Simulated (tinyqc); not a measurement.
From results back to parameters: Franz-Keldysh effect at a direct gap. Three cases, with inputs chosen for the exercise.

Problem. In modulation spectra the extrema of the oscillations lie at E_n = Eg + th (3 pi (n - 1/2)/4)^(2/3) (the phase constant is taken as pi/2 here), with th = (c (e Fd)^2/mr)^(1/3), mr = me mhh/(me + mhh), c = hbar^2/2m0; 1 kV/cm = 1e-5 V/angstrom. Extrema n = 2 and n = 5 are given; Eg and the field are hidden.

Constants: hbar^2/2m0 = 3.80998211 eV angstrom^2.

Case 1.

Values chosen (out of a larger set: near those of GaAs; not measured data): me = 0.0691 m0 (electron mass); mhh = 0.521 m0 (heavy-hole mass).

E_2 = 1.46476 eV
E_5 = 1.52823 eV

Case 2.

Values chosen (out of a larger set: near those of InP; not measured data): me = 0.0811 m0 (electron mass); mhh = 0.613 m0 (heavy-hole mass).

E_2 = 1.51286 eV
E_5 = 1.65744 eV

Case 3.

Values chosen (out of a larger set: near those of InGaAs; not measured data): me = 0.0395 m0 (electron mass); mhh = 0.461 m0 (heavy-hole mass).

E_2 = 0.80617 eV
E_5 = 0.87656 eV

Find: th; Eg; Fd.

Solution. E_n is linear in (3 pi (n - 1/2)/4)^(2/3): the slope is th and the intercept Eg; then e Fd = sqrt(th^3 mr/c).

Case 1.

th = 25.33 meV
Eg = 1.406 eV
Fd = 51 kV/cm

Case 2.

th = 57.69 meV
Eg = 1.379 eV
Fd = 1.9e+02 kV/cm

Case 3.

th = 28.09 meV
Eg = 0.741 eV
Fd = 46 kV/cm

Computed by tinyqc, one run a case: `OMP_NUM_THREADS=1 python tinyqc.py N N+1 out.jsonl` with N = 1681729, 1681780, 1682086; one thread of a shared Intel(R) Xeon(R) Processor @ 2.30GHz, about 0.01 s a run at most.
